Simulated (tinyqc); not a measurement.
Short-channel transistor, virtual-source model with series resistance: two steps of the calculation.

The current per gate width is the charge at the top of the source barrier (the virtual source) times its velocity times a saturation function; al and be are fitting constants of the model. Units: I in uA/um, Rs in ohm um, so I Rs = 1e-6 I Rs in volts; Q in uC/cm^2, so I = 1e-4 Q vx0 Fsat with vx0 in cm/s.

Values chosen for this exercise: temperature T = 300 K; inversion capacitance Cinv = 1.12 uF/cm^2; velocity at the virtual source vx0 = 1.81e7 cm/s; apparent mobility mu = 560 cm^2/(V s); channel length L = 32 nm; threshold at zero drain voltage VT0 = 0.4 V; drain-induced barrier lowering dl = 0.133 V/V; subthreshold factor n0 = 1.28; growth of n with drain voltage nd = 0 1/V; threshold shift (in units of Vt) from weak to strong inversion al = 3.5; sharpness of saturation be = 2; series resistance of each contact Rs = 90 ohm um; gate voltage Vgs = 0.7 V; drain voltage Vds = 0.35 V.

Constants: q = 1.602176634e-19 C, kB = 1.380649e-23 J/K, Vt = kB T/q. Results are converted to the units shown.

Question 1. Current through the series resistance. Intrinsic voltages Vg' = Vgs - I Rs, Vd' = Vds - 2 I Rs. n = n0 + nd Vd', VT = VT0 - dl Vd', Ff = 1/(1 + exp((Vg' - VT + al Vt/2)/(al Vt))), Q = Cinv n Vt ln(1 + exp((Vg' - VT + al Vt Ff)/(n Vt))), Vdsat = (vx0 L/mu)(1 - Ff) + Vt Ff, Fsat = u/(1 + u^be)^(1/be) with u = Vd'/Vdsat, and I(out) = Q vx0 Fsat per width. (Fsat takes the sign of u.) I(new) = I + 0.5 (I(out) - I).

I at the start = 0 uA/um

Give: Vg'; Vd'; VT; Ff; Q; Vdsat; Fsat; I(out); I after iteration 1.

Answer 1.

Vg' = 0.7000 V
Vd' = 0.3500 V
VT = 0.3534 V
Ff = 0.01300
Q = 0.3895 uC/cm^2
Vdsat = 0.1024 V
Fsat = 0.9598
I(out) = 676.5 uA/um
I after iteration 1 = 338.3 uA/um

Question 2. What the series resistance costs. n = n0 + nd Vd', VT = VT0 - dl Vd', Ff = 1/(1 + exp((Vg' - VT + al Vt/2)/(al Vt))), Q = Cinv n Vt ln(1 + exp((Vg' - VT + al Vt Ff)/(n Vt))), Vdsat = (vx0 L/mu)(1 - Ff) + Vt Ff, Fsat = u/(1 + u^be)^(1/be) with u = Vd'/Vdsat, and I = Q vx0 Fsat per width. I0 is the current for Rs = 0. Effective velocity I/Q; transit time L Q/I.

converged I = 540.43034 uA/um
I0 = 676.53989 uA/um

Give: loss against I0; effective velocity; transit time.

Answer 2.

loss against I0 = 20.12 %
effective velocity = 1.680e7 cm/s
transit time = 0.1905 ps

The carriers leave the virtual source at 92.8 % of vx0: the device is in saturation.

Numbers from tinyqc (`OMP_NUM_THREADS=1 python tinyqc.py 2380113 2380114 out.jsonl`; about 0.01 s on one thread of a shared Intel Xeon 2.30GHz).
